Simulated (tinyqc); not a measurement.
Critical temperature from a phonon spectrum: McMillan, Allen-Dynes and the linearised Eliashberg equation. Which input was changed? Computed by tinyqc, a small Python program. Command: `OMP_NUM_THREADS=1 python tinyqc.py 3017654 3017655 out.jsonl eliashberg which`. One thread of a shared host (Intel(R) Xeon(R) Processor @ 2.30GHz), about 0.1 s of CPU time with the checks.

alpha^2 F(omega) = sum_i (lambda_i omega_i/2) delta(omega - omega_i), so that lambda = 2 int alpha^2 F/omega d omega = sum_i lambda_i.

Inputs (values chosen for the exercise, for a model metal): peak energy omega_1 = 58.3 meV; coupling lambda_1 = 1.07; peak energy omega_2 = 162 meV; coupling lambda_2 = 0.601; Coulomb pseudopotential mu* = 0.13.

Peaks in alpha^2 F: two.

Constants: k_B = 8.617333262e-05 eV/K.

Method:
- omega_log = exp(sum lambda_i ln omega_i / lambda); omega_rms = sqrt(sum lambda_i omega_i^2 / lambda).
- McMillan form: k_B T_c = (omega_log/1.2) exp[-1.04 (1 + lambda)/(lambda - mu* (1 + 0.62 lambda))]. Allen-Dynes multiplies it by f1 f2: f1 = [1 + (lambda/L1)^(3/2)]^(1/3), L1 = 2.46 (1 + 3.8 mu*); f2 = 1 + (omega_rms/omega_log - 1) lambda^2/(lambda^2 + L2^2), L2 = 1.82 (1 + 6.3 mu*) omega_rms/omega_log.
- Linearised Eliashberg equation at omega_n = (2n + 1) pi k_B T, n = 0..N-1: lambda(j) = sum_i lambda_i omega_i^2/(omega_i^2 + (2 pi j k_B T)^2); K_mn = lambda(m - n) + lambda(m + n + 1) - 2 mu*(N) - delta_mn [2m + 1 + lambda(0) + 2 sum_(j=1..m) lambda(j)], with 1/mu*(N) = 1/mu* + ln(omega_rms/omega_N), omega_N = (2N + 1) pi k_B T. T_c is where the largest eigenvalue rho of K is zero.
- N is the smallest integer at or above 8 omega_max/(2 pi k_B T_AD), omega_max the highest peak and T_AD the Allen-Dynes value.

Question. One of these inputs alone was changed, within the range given: coupling lambda_1 (0.535 to 2.14); peak energy omega_2 (81 to 324); coupling lambda_2 (0.3005 to 1.202); Coulomb pseudopotential mu* (0.065 to 0.22). Which one, and to what value?

Results:
```
run     T_c, Eliashberg (K)  T_c, Allen-Dynes (K)  omega_log (meV)
before             121.5183              128.1392         84.19853
after              134.4913              140.8413         80.40000
```

Answer.

Each candidate set to reproduce T_c, Eliashberg, and what it then gives:
```
candidate                     range searched  value needed  T_c, Allen-Dynes (K)  omega_log (meV)
coupling lambda_1              0.535 to 2.14         1.310                140.84           80.400
peak energy omega_2 (meV)          81 to 324         216.6                143.93           93.475
coupling lambda_2            0.3005 to 1.202        0.6940                140.58           87.153
Coulomb pseudopotential mu*    0.065 to 0.22        0.1040                139.69           84.199
```

Only coupling lambda_1 fits every result: it went from 1.07 to 1.31. The next best candidate, Coulomb pseudopotential mu*, misses one result by 4.7 %.

Caution: for lambda above about 1.5 the plain McMillan form saturates and falls short. Caution: a phonon-mediated T_c this high is known only in hydrides under high pressure.
